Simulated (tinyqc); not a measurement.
Scale length and barrier from the threshold roll-off.

Problem. For L well above Lambda the threshold falls by 2 m sqrt(A (A + Vds)) exp(-pi L/(2 Lambda)), A being the height of the source potential over the barrier top; the two values follow this form. Find Lambda and A.

Values chosen for this exercise:
```
symbol  value  unit                   meaning
m           1        long-channel body factor
Vds       0.6     V             drain voltage
```

threshold lowering at L = 14 and 23 nm (mV): [51.437851, 7.1481942]

Answer. The ratio of the two values gives Lambda; the prefactor gives A (A + Vds), a quadratic with one positive root.

Lambda = 7.16 nm
A = 0.330 V

tinyqc, about 0.01 s, one thread, Intel Xeon 2.30GHz (shared host): `OMP_NUM_THREADS=1 python tinyqc.py 2420147 2420148 out.jsonl`
